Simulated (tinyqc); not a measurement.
From results to parameters: minimal-basis H2. Computed by the program tinyqc with PySCF.

Problem. For two electrons in the two orbitals of minimal-basis H2, the CIS energies are e2 - e1 - J12 + 2 K12 and e2 - e1 - J12, and E_corr = D - sqrt(D^2 + K12^2) with 2D the energy of the double excitation. Find J12, K12, D, the MP2 energy and the weight of the double excitation.

orbital gap e2 - e1 = 0.33109193 hartree
CIS singlet and triplet energies (hartree): 0.358257  -0.177702
FCI correlation energy = -0.19124379 hartree

Solution. Half the singlet-triplet splitting is K12, the gap less the triplet energy is J12, D = (E_corr^2 - K12^2)/(2 E_corr), MP2 is -K12^2/(2 gap), and the weight is c^2/(1 + c^2) with c = E_corr/K12.

J12, K12, D (hartree): 0.5088  0.2680  0.0921
MP2 correlation energy = -0.10845 hartree
weight of the double excitation = 0.3374
